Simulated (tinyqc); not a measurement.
Thermal resistances of a two-die stack.

Problem. Heat leaves through the lower die only, and the system is linear. Find the resistance R1 from the lower die to the coolant, R2 between the dies, and the rise of the upper die when both are powered.

Inputs (values chosen for the exercise): power of the lower die P1 = 11 W; power of the upper die P2 = 8 W.

rises of the lower and upper die with only the lower one powered (K): 3.96  3.96
rises of the lower and upper die with only the upper one powered (K): 2.88  3.68

Answer. With only the lower die powered no heat crosses R2, so both dies rise by P1 R1; the difference in the second test is P2 R2; rises add.

R1 = 0.360 K/W
R2 = 0.100 K/W
rise of the upper die = 7.64 K

tinyqc, about 0.03 s, one thread, Intel Xeon 2.30GHz (shared host): `OMP_NUM_THREADS=1 python tinyqc.py 2162152 2162153 out.jsonl`
